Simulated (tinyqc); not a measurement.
# Trap density from one capacitance

Problem. Traps spread evenly through the insulator exchange electrons with the semiconductor by tunnelling, with tau(x) = t0 exp(2 ka x) at depth x from the interface. The admittance per area Y seen at depth x obeys dY/dx = -Y^2/(i w eps0 eox) + q Nb ln(1 + i w tau)/tau, with Y(0) = i w Cs and w = 2 pi f; the gate sees Y(tox) = G + i w C. Working variable y = Y/(i w), in uF/cm^2. Cox = eps0 eox/tox. Find Nb and G/w.

Inputs (values chosen for the exercise):
```
symbol,value,unit,meaning
eox,22.1,,relative permittivity of the insulator
tox,6.4,nm,insulator thickness
Cs,0.75,uF/cm^2,semiconductor capacitance in accumulation
ka,5.4,1/nm,decay constant of the wave function in the insulator
t0,7e-9,s,time constant of a trap at the interface
f,1000,Hz,frequency
```

Constants: q = 1.602176634e-19 C, eps0 = 8.8541878128e-14 F/cm where lengths are in cm. Results are converted to the units shown.

C = 0.63589959 uF/cm^2

Solution. C rises steadily with Nb, so one density matches; in practice ka and t0 must come from the frequency dependence.

Nb = 3.10e18 cm^-3 eV^-1
G/w = 0.00492 uF/cm^2

Computed by the program tinyqc: `OMP_NUM_THREADS=1 python tinyqc.py 2202154 2202155 out.jsonl`, one thread of a shared Intel Xeon 2.30GHz, about 0.4 s for the whole run.
